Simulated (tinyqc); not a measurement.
# Schottky barrier on an n-type semiconductor, non-linear Poisson equation by Newton steps, step by step

Program tinyqc, `OMP_NUM_THREADS=1 python tinyqc.py 2020130 2020131 out.jsonl`; Intel Xeon 2.30GHz, shared host, one thread, about 0.06 s. Printed values are rounded.

One dimension, metal at x = 0, donor density C(x) = Nd, uniform. Energies are counted from the electron Fermi level of the semiconductor and the conduction-band edge is Ec = -psi, so n = Nc exp(psi/Vt); holes follow the Fermi level of the metal, at -V, so p = Nv exp((V - psi - Eg)/Vt). Ends: psi(0) = V - phiB and psi = Vt ln(Nd/Nc) deep inside. Boltzmann statistics, full ionisation, no current, no image force in the Poisson equation.

Inputs (values chosen for the exercise); band and dielectric values those of a made-up semiconductor:
```
symbol,value,unit,meaning
T,250,K,temperature
Eg,1.21,eV,band gap
eps_r,10.9,,relative permittivity
Nc,2.6e19,cm^-3,conduction-band density of states at T
Nv,1.81e19,cm^-3,valence-band density of states at T
Nd,3.3e16,cm^-3,donor density deep in the semiconductor
phiB,0.84,eV,barrier height
V,0,V,bias of the metal against the semiconductor
```

Constants: q = 1.602176634e-19 C, kB = 1.380649e-23 J/K, Vt = kB T/q, eps0 = 8.8541878128e-14 F/cm where lengths are in cm. Results are converted to the units shown.

## End potentials, built-in voltage, Debye length

psi_0 = V - phiB, psi_b = Vt ln(Nd/Nc), Vbi = phiB - Vt ln(Nc/Nd), LD = sqrt(eps0 eps_r Vt/(q Nd)), W = sqrt(2 eps0 eps_r (Vbi - V)/(q Nd)), hole density at the metal p_0 = Nv exp((phiB - Eg)/Vt).

psi_0 = -0.84 V
psi_b = -0.143680 V
Vbi = 0.696320 V
LD = 19.8304 nm
W for uniform Nd = 159.439 nm
p_0 = 6.29226e11 cm^-3

The hole density at the metal is 1.9e-5 times Nd, so holes hardly matter.

## Doping on the mesh

x, node 0 to 9 (nm): 0  21  45.7  74.7  109  149  196  252  317  394

C = Nd, uniform, taken at the nodes.

donor density C, node 0 to 9 (cm^-3): 3.3e16  3.3e16  3.3e16  3.3e16  3.3e16  3.3e16  3.3e16  3.3e16  3.3e16  3.3e16

## Couplings between neighbouring nodes

a_i = eps0 eps_r/h_i for the interval from node i to i + 1, with h_i = x_(i+1) - x_i in cm.

coupling a_i, interval 0 to 8 (F/cm^2): 4.59575e-7  3.90731e-7  3.32795e-7  2.81372e-7  2.41277e-7  2.05342e-7  1.72340e-7  1.48478e-7  1.25339e-7

## Starting potential

A straight line in x from psi_0 = V - phiB to psi_b = Vt ln(Nd/Nc).

psi at the start, node 0 to 9 (V): -0.840000  -0.802886  -0.759234  -0.707982  -0.647363  -0.576671  -0.493607  -0.394638  -0.279763  -0.143680

## Iteration 1: densities, residual and Jacobian diagonal

n_i = Nc exp(psi_i/Vt), p_i = Nv exp((V - psi_i - Eg)/Vt), rho_i = p_i - n_i + C_i, g_i = (n_i + p_i)/Vt. Box widths w_i = (h_(i-1) + h_i)/2 in cm. Residual F_i = a_i (psi_(i+1) - psi_i) - a_(i-1) (psi_i - psi_(i-1)) + q rho_i w_i; Jacobian: a_(i-1) and a_i beside the diagonal, b_i = -a_(i-1) - a_i - q g_i w_i on it. The two end nodes are fixed.

```
node   n (cm^-3)   p (cm^-3)
0        302.914  6.29226e11
1        1696.27  1.12365e11
2        12867.4  1.48127e10
3      1.38895e5   1.37227e9
4      2.31582e6   8.23039e7
5      6.16313e7   3.09260e6
6      2.91265e9     65439.0
7     2.88020e11     661.763
8     5.95942e13     3.19832
9         3.3e16  0.00577579
```

```
node  residual F (C/cm^2)  diagonal b (F/cm^2)
1              1.20813e-8          -8.50308e-7
2              1.41961e-8          -7.23527e-7
3              1.67339e-8          -6.14168e-7
4              1.96419e-8          -5.22649e-7
5              2.29992e-8          -4.46618e-7
6              2.72290e-8          -3.77682e-7
7              3.19872e-8          -3.20831e-7
8              3.74712e-8          -2.76963e-7
```

## Iteration 1: Newton step

Solve the tridiagonal system a_(i-1) d_(i-1) + b_i d_i + a_i d_(i+1) = -F_i for nodes 1 to 8, with d = 0 on fixed nodes. If the largest |d| exceeds 4 Vt, the whole step is scaled down so that it equals 4 Vt.

Newton step d, before damping, node 1 to 8 (V): 0.21364  0.43401  0.65008  0.84617  0.99344  1.05447  0.96920  0.65487
psi after iteration 1, node 0 to 9 (V): -0.840000  -0.785427  -0.723766  -0.654856  -0.578213  -0.495485  -0.407434  -0.315433  -0.226245  -0.143680

## Iteration 2: densities, residual and Jacobian diagonal

As before.

```
node   n (cm^-3)   p (cm^-3)
0        302.914  6.29226e11
1        3814.67  4.99653e10
2        66756.4   2.85517e9
3      1.63551e6   1.16539e8
4      5.73744e7   3.32206e6
5      2.66949e9     71399.8
6     1.59026e11     1198.56
7     1.13794e13     16.7496
8     7.14609e14    0.266721
9         3.3e16  0.00577579
```

```
node  residual F (C/cm^2)  diagonal b (F/cm^2)
1              1.10940e-8          -8.50307e-7
2              1.30360e-8          -7.23527e-7
3              1.53664e-8          -6.14167e-7
4              1.80367e-8          -5.22649e-7
5              2.11197e-8          -4.46619e-7
6              2.50037e-8          -3.77688e-7
7              2.93634e-8          -3.21330e-7
8              3.38323e-8          -3.11550e-7
```

## Iteration 2: Newton step

As before.

Newton step d, before damping, node 1 to 8 (V): 0.188569  0.381969  0.569867  0.737493  0.858219  0.897222  0.798641  0.489209
psi after iteration 2, node 0 to 9 (V): -0.840000  -0.767316  -0.687080  -0.600124  -0.507380  -0.413058  -0.321261  -0.238728  -0.179259  -0.143680

## Iteration 3: densities, residual and Jacobian diagonal

As before.

```
node   n (cm^-3)   p (cm^-3)
0        302.914  6.29226e11
1        8842.17  2.15559e10
2      3.66481e5   5.20084e8
3      2.07499e7   9.18564e6
4      1.53686e9   1.24020e5
5     1.22487e11     1556.09
6     8.68250e12     21.9523
7     4.00340e14    0.476098
8     6.32794e15   0.0301205
9         3.3e16  0.00577579
```

```
node  residual F (C/cm^2)  diagonal b (F/cm^2)
1              1.00285e-8          -8.50306e-7
2              1.17839e-8          -7.23527e-7
3              1.38905e-8          -6.14167e-7
4              1.63044e-8          -5.22649e-7
5              1.90912e-8          -4.46622e-7
6              2.25957e-8          -3.78015e-7
7              2.62055e-8          -3.38831e-7
8              2.59704e-8          -6.07949e-7
```

## Iteration 3: Newton step

As before.

Newton step d, before damping, node 1 to 8 (V): 0.147480  0.295280  0.433400  0.547396  0.612761  0.596604  0.447393  0.151984
psi after iteration 3, node 0 to 9 (V): -0.840000  -0.746576  -0.645554  -0.539174  -0.430399  -0.326885  -0.237359  -0.175811  -0.157886  -0.143680

## Course of the Newton iteration

Stop when the largest undamped |d| is below 1e-9 V, or after 15 iterations.

Course of the iteration:
```
iteration  largest |F| (C/cm^2)  largest |d| (V)  at node
1                       3.75e-8             1.05        6
2                       3.38e-8            0.897        6
3                       2.62e-8            0.613        5
4                       1.91e-8            0.344        5
5                       1.21e-8            0.160        4
6                       5.49e-9           0.0425        3
7                       1.04e-9          1.79e-3        4
8                      2.97e-11          4.20e-5        5
9                      2.00e-14          2.78e-8        5
10                     8.73e-21          < 1e-12        5
```

Converged in 10 iterations. Once the step is below 0.1 Vt, 3 more iteration(s) reach the threshold: near the solution the error is roughly squared each time.

## Converged densities, field and barrier lowering

converged psi, node 0 to 9 (V): -0.840000  -0.670881  -0.502884  -0.348297  -0.224927  -0.160589  -0.145903  -0.143894  -0.143696  -0.143680

n and p as above; E_i = -(psi_(i+1) - psi_i)/h_i; at the metal |E_0| = |E on interval 0| + q rho_0 (h_0/2)/(eps0 eps_r), rho_0 = p_0 - n_0 + C_0; image-force lowering dphi = sqrt(q |E_0|/(4 pi eps0 eps_r)).

```
node   n (cm^-3)   p (cm^-3)
0        302.914  6.29226e11
1      7.77346e5   2.45195e8
2      1.89359e9   1.00656e5
3     2.47521e12     77.0042
4     7.59708e14    0.250887
5     1.50537e16   0.0126614
6     2.97647e16  0.00640359
7     3.26733e16  0.00583354
8     3.29758e16  0.00578003
9         3.3e16  0.00577579
```

field E, interval 0 to 8 (kV/cm): -80.5330  -68.0150  -53.3057  -35.9680  -16.0845  -3.1247  -0.3587  -0.0305  -0.0021
|E_0| at the metal = 86.2854 kV/cm
image-force lowering = 33.7622 mV

A mesh of about 1000 nodes or more gives |E_0| = 85.98 kV/cm; the 10-node value is 0.35 % above it.

## Check against the first integral

First integral for uniform doping: E_0^2 = (2 q/(eps0 eps_r)) [Nd (U - Vt + Vt exp(-U/Vt)) + Vt p_0], U = Vbi - V, Vbi = phiB - Vt ln(Nc/Nd), p_0 = Nv exp((phiB - Eg)/Vt) (deep holes neglected). Image-force lowering dphi = sqrt(q E_0/(4 pi eps0 eps_r)), at x_m = sqrt(q/(16 pi eps0 eps_r E_0)). Depletion approximation: E = sqrt(2 q Nd U/(eps0 eps_r)).

E_0 = 85.9844 kV/cm
dphi = 33.7033 mV
x_m = 1.95985 nm
field in the depletion approximation = 87.3462 kV/cm

The depletion approximation is 1.6 % above the exact field. The lowering is 1.6 Vt, a factor of 4.78 in a thermionic current.
